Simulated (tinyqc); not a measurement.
Inside a calculation. Model: programming of a floating-gate cell by Fowler-Nordheim tunnelling.

tinyqc, about 0.01 s, one thread, Intel Xeon 2.30GHz (shared host): `OMP_NUM_THREADS=1 python tinyqc.py 2130058 2130059 out.jsonl` Printed values are rounded.

Per tunnel area the floating gate has Ctun = 3.9 eps0/tox to the channel (0 V) and Ccg to the control gate, Ct = Ctun/(1 - ag), no other coupling. With the threshold shift U = -Q/Ccg the field is F = ag (Vg - U)/tox, and dU/dt = J/Ccg. Fowler-Nordheim: J = A F^2 exp(-B/F), A = q^2/(16 pi^2 hbar mo phi) (times 1e14 for A/cm^2 with F in V/nm, emitter mass m0), B = (4/3) sqrt(mo/C) phi^1.5, C = hbar^2/(2 m0).

Values chosen for this exercise; oxide values close to those of silicon dioxide: tunnel barrier phi = 3.11 eV; tunnelling mass mo = 0.45 m0; tunnel oxide thickness tox = 9.8 nm; coupling ratio Ccg/Ct ag = 0.61; tunnel area ar = 3200 nm^2; threshold shift at the start Vt0 = -0.8 V; control-gate voltage Vg = 19.1 V; time step dt = 1.1 us; steps n = 8.

Constants: q = 1.602176634e-19 C, hbar = 1.054571817e-34 J s, m0 = 9.1093837015e-31 kg, eps0 = 8.8541878128e-14 F/cm where lengths are in cm, hbar^2/(2 m0) = 0.0380998212 eV nm^2. Results are converted to the units shown.

Range of the model: Programming fields of 10 MV/cm and more wear the oxide; trapping and the channel potential are ignored.

## Constants of the cell

A, B, Ccg = ag Ct, the starting field and current, K = A B ag/(Ccg tox), and the knee time t0 = exp(B/F(0))/K.

A = 1.10142e8 A cm^-2 (V/nm)^-2
B = 25.1318 V/nm
Ccg = 0.551128 uF/cm^2
F(0) = 1.23867 V/nm
J(0) = 0.260814 A/cm^2
K = 3.12628e14 1/s
t0 = 2.07256 us
electrons for 1 V of shift = 110.076

## Explicit time steps against the exact solution

U(new) = U + dt J(F(U))/Ccg. Exact: exp(B/F(t)) = exp(B/F(0)) + K t, K = A B ag/(Ccg tox), and U = Vg - tox F/ag.

t, step 0 to 8 (us): [0, 1.1, 2.2, 3.3, 4.4, 5.5, 6.6, 7.7, 8.8]
F, step 0 to 8 (V/nm): [1.23867, 1.20627, 1.18845, 1.17580, 1.16593, 1.15784, 1.15097, 1.14501, 1.13974]
J, step 0 to 8 (A/cm^2): [0.260814, 0.143422, 0.101867, 0.0794120, 0.0651658, 0.0552727, 0.0479848, 0.0423858, 0.0379468]
U by steps, step 0 to 8 (V): [-0.800000, -0.279440, 0.006817, 0.210134, 0.368633, 0.498698, 0.609017, 0.704790, 0.789388]
U exact, step 0 to 8 (V): [-0.800000, -0.390998, -0.114882, 0.092349, 0.257576, 0.394592, 0.511396, 0.613032, 0.702881]

The steps run ahead by 112 mV after the first and 86.5 mV after the last, as each uses the larger current of its start; the step is 0.53 of the knee time t0. The overshoot lowers the field, so later steps gain less than the exact curve and the error ends smaller than after the first step.
